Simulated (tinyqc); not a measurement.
# Capacitance measurement on a leaky thin oxide: effects of series resistance and leakage: effects of single changes

The device is a capacitance C in parallel with a leakage conductance G, in series with Rs and Ls. An impedance meter reports either a parallel pair (Cp, Gp) from Y = 1/Z = Gp + i w Cp or a series pair (Cs, Rm) from Z = Rm + 1/(i w Cs); w = 2 pi f, dissipation D = Gp/(w |Cp|).

Values chosen for this exercise; values of the order met in thin-oxide MOS capacitors: relative permittivity of the gate insulator (close to zirconium oxide) eox = 24.8; insulator thickness tox = 3.9 nm; gate area A = 100 um^2; oxide-equivalent thickness added by the accumulation layer zc = 0.46 nm; oxide-equivalent thickness added by gate depletion zp = 0 nm; gate leakage current density, not matched to the thickness Jg = 18 A/cm^2; voltage for an e-fold rise of the leakage Vs = 0.34 V; series resistance Rs = 9.8 ohm; series inductance Ls = 0 nH; measuring frequency f = 1e6 Hz.

Constants: eps0 = 8.8541878128e-14 F/cm where lengths are in cm. Results are converted to the units shown.

Each table varies one quantity; the others keep the values above.

## Readings against frequency

EOT = 3.9 tox/eox; CET = EOT + zc + zp; C = 3.9 eps0 A/CET; G = Jg A/Vs. Z = Rs + i w Ls + 1/(G + i w C); CET read from Cp = 3.9 eps0 A/Cp; errors under 0.001 % are printed as 0.

The same in every row: C (pF) = 3.2173.

Readings against frequency:
```
f (Hz)	Cp (pF)	Cs (pF)	D	error of Cp (%)	error of Cs (%)	CET read from Cp (nm)
1000	3.2139	2.2067e7	2620.3	-0.104	6.86e8	1.0744
3000	3.2139	2.4519e6	873.43	-0.104	7.62e7	1.0744
10000	3.2139	2.2067e5	262.03	-0.104	6.86e6	1.0744
30000	3.2139	24522	87.343	-0.104	7.62e5	1.0744
1e5	3.2139	2209.9	26.203	-0.104	6.86e4	1.0744
3e5	3.2139	248.40	8.7344	-0.104	7620	1.0744
1e6	3.2139	25.284	2.6205	-0.104	686	1.0744
3e6	3.2139	5.6691	0.87402	-0.104	76.2	1.0744
1e7	3.2139	3.4380	0.26401	-0.104	6.86	1.0744
3e7	3.2138	3.2418	0.093286	-0.107	0.762	1.0745
```

D falls from 2620 to 0.0933; without inductance its minimum lies at f = sqrt(G (1 + G Rs)/Rs)/(2 pi C) = 1.15e8 Hz. The error of Cp goes from -0.104 to -0.107 % and that of Cs from 6.86e8 to 0.762 %; at low frequency Cp tends to C/(1 + G Rs)^2 and Cs grows as 1 + (G/(w C))^2. One of the two readings is within 2 % of C for f = 1000, 3000, 10000, 30000, 1e5, 3e5, 1e6, 3e6, 1e7, 3e7 Hz. For f = 1000, 3000, 10000, 30000, 1e5, 3e5, 1e6 D exceeds 1, where the accuracy of real meters degrades in proportion to sqrt(1 + D^2).

## Effect of the gate area

Same model as above.

Rs is held fixed.

Results:
```
A (um^2)	C (pF)	Cp (pF)	Cs (pF)	D	error of Cp (%)	error of Cs (%)	CET read from Cp (nm)
20	0.64346	0.64332	5.0568	2.6192	-0.0207	686	1.0735
70	2.2521	2.2505	17.699	2.6200	-0.0726	686	1.0741
200	6.4346	6.4212	50.568	2.6220	-0.207	686	1.0755
600	19.304	19.184	151.70	2.6283	-0.620	686	1.0800
2000	64.346	63.030	505.68	2.6501	-2.04	686	1.0957
10000	321.73	290.67	2528.4	2.7746	-9.65	686	1.1880
40000	1286.9	878.80	10114	3.2417	-31.7	686	1.5718
```

Estimate the missing row, A = 5000 um^2.

Computed row:
```
A (um^2)	C (pF)	Cp (pF)	Cs (pF)	D	error of Cp (%)	error of Cs (%)	CET read from Cp (nm)
5000	160.86	152.82	1264.2	2.6968	-5.00	686	1.1298
```

With this row back in the table: As A goes from 20 to 40000, the error of Cp goes from -0.0207 to -31.7 %, that of Cs from 686 to 686 %, and D rises from 2.62 to 3.24. The CET read from Cp goes from 1.07 to 1.57 nm against the true 1.07 nm. G/(w C) does not depend on the area, while G Rs and w C Rs grow with it. In every row D exceeds 1, where the accuracy of real meters degrades in proportion to sqrt(1 + D^2).

tinyqc, about 0.01 s, one thread, Intel Xeon 2.30GHz (shared host): `OMP_NUM_THREADS=1 python tinyqc.py 2022193 2022194 out.jsonl`
